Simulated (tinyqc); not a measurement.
Through the transition: BHZ model on a square lattice (one spin block).

h(k) = e0 + d.s with s the Pauli matrices in the basis (E, H), k in units of 1/a: dx = (A/a) sin kx, dy = (A/a) sin ky, dz = M - (2B/a^2)(2 - cos kx - cos ky), e0 = -(2D/a^2)(2 - cos kx - cos ky). The other spin block is h*(-k). For small k this is the continuum model with dz = M - B k^2.

Values chosen for the exercise (of the size used for HgTe wells; shifted at random, so the results belong to these values and not to a real crystal): A = 3.86 eV angstrom; B = -70 eV angstrom^2; D = -53.3 eV angstrom^2; a = 25 angstrom (grid spacing).

M is varied. Direct gap at Gamma 2|M|; smallest direct gap on kx = 0 to 1 in steps of 0.01; nu = 1 for M/B > 0, else 0; middle gap of a ribbon of 40 rows at kx = 0 (block (A/a) sy/(2i) + (B/a^2) sz + D/a^2 between rows, hard walls).

Against M (meV):
```
M    2|M|  smallest direct gap  nu  ribbon gap
-40  80.0                80.00   1       0.041
-25  50.0                50.00   1       0.478
-15  30.0                30.00   1       1.971
-8   16.0                16.00   1       4.872
-3    6.0                 6.00   1       8.863
3     6.0                 6.00   0      16.267
8    16.0                16.00   0      24.064
15   30.0                30.00   0      36.280
30   60.0                60.00   0      64.478
```

How do the results move, and what explains it?

With B < 0, negative M is inverted. There edge states cross the bulk gap: the ribbon gap is 0.478 against 50.0 meV at M = -25 meV, and 8.863 against 6.0 at -3 meV, where the edge states overlap across the whole ribbon and confinement rules, while for positive M confinement raises it above 2|M| (36.28 against 30 meV at M = 15 meV). The smallest direct gap stays at Gamma on all rows.

Computed by tinyqc, a small Python program: `OMP_NUM_THREADS=1 python tinyqc.py 1451578 1451579 out.jsonl` (the numbers bound the seed that draws the inputs); one thread of a shared host (Intel(R) Xeon(R) Processor @ 2.30GHz), about 0.06 s for the whole set of steps.
